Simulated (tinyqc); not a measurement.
Error of the time step: velocity overshoot from momentum and energy balance equations after a field step. Computed by tinyqc, a small Python program. Command: `OMP_NUM_THREADS=1 python tinyqc.py 3025761 3025762 out.jsonl overshoot walk`. One thread of a shared host (Intel(R) Xeon(R) Processor @ 2.30GHz), about 0.02 s of CPU time with the checks.

At t = 0 the field jumps from 0 to F in a uniform sample. v is the drift velocity and u = w - (3/2) k_B T the excess energy per carrier.

Inputs (values chosen for the exercise, modelled on holes in silicon except for tau_E): effective mass m = 0.41 m_0; low-field mobility mu_0 = 430 cm^2/(V s); saturation velocity v_s = 0.85 1e7 cm/s; energy relaxation time tau_E = 0.2 ps; field after the step F = 15 kV/cm; lattice temperature T = 300 K; time step dt = 6.8 fs.

Scheme: implicit in the damping.

Constants: m_0 = 9.1093837015e-31 kg; e = 1.602176634e-19 C; k_B = 8.617333262e-05 eV/K.

Method:
- dv/dt = e F/m - v/tau_m(u), du/dt = e F v - u/tau_E, tau_m(u) = tau_0/(1 + c u), tau_0 = m mu_0/e, c = mu_0/(e tau_E v_s^2); this choice gives the steady state v (1 + mu_0 F v/v_s^2) = mu_0 F, which saturates at v_s. Steady velocity v = 2 mu_0 F/(1 + sqrt(1 + 4 (mu_0 F/v_s)^2)); u = e F v tau_E; carrier temperature T + 2u/(3 k_B), neglecting the drift energy m v^2/2.
- Step: v_new = (v + dt e F/m)/(1 + dt/tau_m(u)), u_new = (u + dt e F v_new)/(1 + dt/tau_E). Start v = u = 0; the distance adds dt (v + v_new)/2.
- The peak velocity is recomputed with dt/2 and dt/4 and by an adaptive Runge-Kutta method (tolerance 1e-9).

tau_0 = 100.238 fs

acceleration e F/m = 0.00643471 1e7 cm/s per fs

c = 29.7578 1/eV

steady velocity = 0.457855 1e7 cm/s

Peak velocity:
```
step      v_peak (1e7 cm/s)  error (%)
dt                  0.50900   -0.17173
dt/2                0.50942   -0.08939
dt/4                0.50964   -0.04572
adaptive            0.50987    0.00000
```

What follows from these numbers?

The implicit scheme puts the peak 0.17 % too low; halving dt divides the error by 1.92, as a first-order method should.

Extremes, crossings and ranges named in words are read from the listed rows.
